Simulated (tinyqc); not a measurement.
Changing the photon energy: X-ray photoelectron analysis of a thin oxide on a semiconductor: attenuation lengths, thickness, angle series and band offsets. Computed by tinyqc, a small Python program. Command: `OMP_NUM_THREADS=1 python tinyqc.py 3113802 3113803 out.jsonl xps sweep`. One thread of a shared host (Intel(R) Xeon(R) Processor @ 2.30GHz), about 0.01 s of CPU time with the checks.

The same element is seen in the oxide and in the substrate, at nearly the same kinetic energy; films are flat and uniform, and the work function is ignored.

Inputs (values chosen for the exercise, modelled on SiO2 on 4H-SiC):

| quantity | value | unit |
|---|---|---|
| binding energy of the core level | 100.5 | eV |
| oxide density | 2.25 | g/cm^3 |
| oxide formula mass | 60.08 | g/mol |
| valence electrons per oxide formula | 16 | - |
| oxide gap | 8.76 | eV |
| substrate density | 3.21 | g/cm^3 |
| substrate formula mass | 40.1 | g/mol |
| valence electrons per substrate formula | 8 | - |
| substrate gap | 3.26 | eV |
| oxide thickness d | 0.78 | nm |
| emission angle from the normal | 45 | degrees |
| attenuation length over inelastic mean free path | 0.93 | - |
| carbon overlayer | 0.24 | nm |

Method:
- TPP-2M: lambda = E/(E_p^2 [b ln(c E) - C/E + D/E^2]) in angstrom, E_p = 28.8 sqrt(N_v rho/M), b = -0.10 + 0.944/sqrt(E_p^2 + E_g^2) + 0.069 rho^0.1, c = 0.191/sqrt(rho), U = N_v rho/M, C = 1.97 - 0.91 U, D = 53.4 - 20.8 U, with E = photon energy less binding energy in eV.
- Attenuation length L = factor x lambda.
- R_0 = (rho_o/M_o) L_o/((rho_s/M_s) L_s); peak ratio R = I_ox/I_sub = R_0 [exp(d/(L_o cos theta)) - 1]; hence d = L_o cos theta ln(1 + R/R_0). A carbon layer weakens both peaks alike, by exp(-d_C/(L_o cos theta)) if its L is taken equal to L_o. This R_0 leaves out intrinsic losses from the substrate peak, so calibrated values can be larger.

One run for each value:

| photon energy (eV) | L in the oxide (nm) | ratio R | R_0 | depth 3 L_o cos theta (nm) |
|---|---|---|---|---|
| 300 | 0.934 | 1.394 | 0.6178 | 1.98 |
| 400 | 1.179 | 0.953 | 0.6149 | 2.50 |
| 533 | 1.499 | 0.668 | 0.6140 | 3.18 |
| 711 | 1.911 | 0.479 | 0.6139 | 4.05 |
| 949 | 2.441 | 0.351 | 0.6142 | 5.18 |
| 1270 | 3.124 | 0.260 | 0.6148 | 6.63 |
| 1690 | 3.980 | 0.197 | 0.6155 | 8.44 |
| 2250 | 5.075 | 0.150 | 0.6162 | 10.77 |
| 3000 | 6.483 | 0.114 | 0.6169 | 13.75 |

Describe the trends.

Over the rows, L in the oxide (nm) rises from 0.934 to 6.48 (exponent d ln y / d ln x 0.81 between the first rows and 0.85 between the last); ratio R falls from 1.39 to 0.114 (exponent d ln y / d ln x -1.3 between the first rows and -0.93 between the last); R_0 goes from 0.618 through a minimum among these rows, 0.614 at 711, to 0.617.

Extremes, crossings and ranges named in words are read from the listed rows.
